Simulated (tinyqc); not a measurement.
Long runs: velocity against field: Monte Carlo simulation of one carrier in a uniform electric field. Computed by tinyqc, a small Python program. Command: `OMP_NUM_THREADS=1 python tinyqc.py 3013320 3013321 out.jsonl mcfl walk`. One thread of a shared host (Intel(R) Xeon(R) Processor @ 2.30GHz), about 1 s of CPU time with the checks.

The force e F acts along +z. Flights end at the constant total rate Gamma; the part of Gamma that the real rates do not fill is self-scattering, which leaves k unchanged. One valley, no impurities; equivalent final valleys enter only through Z_f in the optical rate.

Inputs (values chosen for the exercise, modelled on electrons in silicon):
```
quantity,value,unit
effective mass m,0.313,m_0
non-parabolicity alpha,0.5,1/eV
density rho,2329,kg/m^3
sound velocity v_l,9060,m/s
acoustic deformation potential D_A,9.9,eV
phonon energy hbar w,61.5,meV
optical or intervalley deformation potential D_o,5.3,1e8 eV/cm
final valleys Z_f,5,-
lattice temperature T,300,K
electric field F,36,kV/cm
energy E_max up to which Gamma must cover the rates,1,eV
seed of the random numbers,11877,-
```

Crystal: non-polar. Band: Kane.

Constants: k_B = 1.380649e-23 J/K; e = 1.602176634e-19 C; hbar = 1.054571817e-34 J s; m_0 = 9.1093837015e-31 kg; hbar = 6.582119569e-16 eV s; k_B = 8.617333262e-05 eV/K.

Method:
- Kane band: hbar^2 k^2/(2 m) = E (1 + alpha E), speed v = hbar k/(m (1 + 2 alpha E)), states per spin, volume and energy g(E) = m k (1 + 2 alpha E)/(2 pi^2 hbar^2); overlap factors are set to 1. Masses are multiplied by m_0 and all formulas are in SI units.
- Phonon occupation N_q = 1/(exp(hbar w/(k_B T)) - 1).
- Acoustic deformation potential (elastic, equipartition, absorption and emission together): 1/tau = 2 pi k_B T D_A^2 g(E)/(hbar rho v_l^2).
- Optical or intervalley deformation potential: 1/tau = (pi Z_f D_o^2/(rho w)) [N_q g(E + hbar w) + (N_q + 1) g(E - hbar w)], with g = 0 below the band edge.
- Gamma is 1.05 times the largest total rate on the grid E = (j + 1/2) E_max/400, j = 0..399.
- On the grid E_j = (j + 1/2) hbar w/12 up to 20 k_B T + 2 hbar w, solve (sum of rates) l(E) = v(E); mu_0 = e sum g v l exp(-E/k_B T)/(3 k_B T sum g exp(-E/k_B T)).
- Flight: t = -ln(r1)/Gamma; k_z grows by e F t/hbar; E follows from the band; dz = (E_end - E_start)/(e F).
- Choice: with cumulative rates in the order acoustic, absorption, emission, the process is the first whose sum exceeds r2 Gamma; if none, self-scattering.
- Final state: E' = E, E + hbar w or E - hbar w gives k'. Isotropic processes: cos(theta) = 1 - 2 r3 from the z axis, phi = 2 pi r4, k' (sin theta cos phi, sin theta sin phi, cos theta).
- Each row: 250 carriers from a thermal start, 1600 flights each, the first half discarded, random numbers not printed; the error is the standard error over ten groups; the mean energy is taken at the ends of flights, which sample time evenly. Fields at which more than 0.02 % of the events exceed Gamma are left out.

Gamma = 87.4654 1e12/s

low-field mobility mu_0 = 1296.08 cm^2/(V s)

Monte Carlo results:
```
F (kV/cm),drift velocity (1e5 m/s),error (1e5 m/s),mu_0 F (1e5 m/s),mean energy (meV),real events (%)
9,0.616,0.018,1.1665,61.2,6.35
18,0.788,0.014,2.3329,88.5,9.12
36,0.912,0.013,4.6659,151.0,15.00
```

What does the comparison show, and why?

At the lowest field the drift velocity is 0.53 +/- 0.02 of the ohmic value mu_0 F, at the highest 0.20 +/- 0.00. The mean energy goes from 61 to 151 meV against the parabolic-band thermal value 3 k_B T/2 = 39 meV: the carriers heat, more of them reach the emission threshold, where they lose momentum, and the curve bends below the ohmic line. Only 6 to 15 % of the events are real; the rest is the price of a constant Gamma.

Extremes, crossings and ranges named in words are read from the listed rows.
